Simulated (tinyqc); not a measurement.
From T_c, Allen-Dynes back to coupling lambda_1: critical temperature from a phonon spectrum: McMillan, Allen-Dynes and the linearised Eliashberg equation. Computed by tinyqc, a small Python program. Command: `OMP_NUM_THREADS=1 python tinyqc.py 3026027 3026028 out.jsonl eliashberg inv`. One thread of a shared host (Intel(R) Xeon(R) Processor @ 2.30GHz), about 0.02 s of CPU time with the checks.

alpha^2 F(omega) = sum_i (lambda_i omega_i/2) delta(omega - omega_i), so that lambda = 2 int alpha^2 F/omega d omega = sum_i lambda_i.

Inputs (values chosen for the exercise, for a model metal): peak energy omega_1 = 6.46 meV; Coulomb pseudopotential mu* = 0.13.

Peaks in alpha^2 F: one.

Constants: k_B = 8.617333262e-05 eV/K.

Method. omega_log = exp(sum lambda_i ln omega_i / lambda); omega_rms = sqrt(sum lambda_i omega_i^2 / lambda). McMillan form: k_B T_c = (omega_log/1.2) exp[-1.04 (1 + lambda)/(lambda - mu* (1 + 0.62 lambda))]. Allen-Dynes multiplies it by f1 f2: f1 = [1 + (lambda/L1)^(3/2)]^(1/3), L1 = 2.46 (1 + 3.8 mu*); f2 = 1 + (omega_rms/omega_log - 1) lambda^2/(lambda^2 + L2^2), L2 = 1.82 (1 + 6.3 mu*) omega_rms/omega_log.

Task: A run gave the result below. Find the coupling lambda_1, known to lie between 0.75 and 1.4.

T_c, Allen-Dynes = 4.596604 K

Result:

Each step takes the trial c = (a f_b - b f_a)/(f_b - f_a), f being the result less the target and a, b, c the logarithms of the listed values; c replaces end b, the old b replaces a if the sign of f changed, and otherwise f_a is halved.

Scan of the range:
```
coupling lambda_1,"T_c, Allen-Dynes (K)"
0.750,2.48801
0.832,3.21581
0.923,4.01952
1.020,4.85256
1.140,5.83414
1.260,6.75502
1.400,7.75302
```

False position (Illinois rule, in the logarithm of the input) inside the bracket:
```
step,end a,end b,trial,"T_c, Allen-Dynes (K)"
1,0.92300,1.02000,0.989158,4.59113
2,1.02000,0.98916,0.989795,4.59656
3,1.02000,0.98979,0.989805,4.59665
4,0.98979,0.98981,0.989800,4.59660
```

T_c, Allen-Dynes rises at every point of a 13-point scan of the range (every second point is shown), so one value fits; it is bracketed by 0.923 and 1.02. Answer: coupling lambda_1 = 0.9898.
